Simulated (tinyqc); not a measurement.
Size effects in the resistivity of thin metal films and interconnect lines: one step, computed by the program tinyqc. Command: `OMP_NUM_THREADS=1 python tinyqc.py 3013864 3013865 out.jsonl size walk`. One thread of a shared host (Intel(R) Xeon(R) Processor @ 2.30GHz), about 0.01 s of CPU time with the checks.

Electrons lose their drift at surfaces (a share 1 - p of the hits) and at grain boundaries (reflection R), besides bulk scattering. The line sits in a trench with a non-conducting liner on both walls and the bottom; the spacing equals the drawn width.

Question. Resistance and delay. Total: rho = rho_b [1 + surface excess + grain excess]; resistance per length rho/(w_m h_m); capacitance per length C = 2 k eps_0 (aspect ratio + 1/2), a parallel-plate estimate for two neighbours plus a fixed term for the planes above and below; delay 0.38 R C L^2; effective resistivity per drawn area.

Inputs (values chosen for the exercise, modelled on molybdenum):

| quantity | value | unit |
|---|---|---|
| bulk resistivity rho_b | 5.27 | microohm cm |
| aspect ratio (height over width) | 2.6 | - |
| line length | 50 | micrometre |
| permittivity of the dielectric k | 2.7 | - |

Geometry: line.

rho/rho_b from surfaces = 1.303287

rho/rho_b from grains = 1.345022

metal width w_m = 21.6 nm

metal height h_m = 59.1 nm

share of the trench filled by metal = 92.81373 %

Constants: eps_0 = 8.8541878128e-12 F/m.

Give: resistivity rho; resistance per length; capacitance per length; RC delay; effective resistivity per drawn area.

Answer.

resistivity rho = 8.687 microohm cm

resistance per length = 68.05 ohm/micrometre

capacitance per length = 0.1482 fF/micrometre

RC delay = 9.582 ps

effective resistivity per drawn area = 9.359 microohm cm

Of the factor 1.78 over bulk, scattering gives 1.65 and the liner 1.08; within scattering, grain boundaries outweigh surfaces (0.35 against 0.30, grains first).
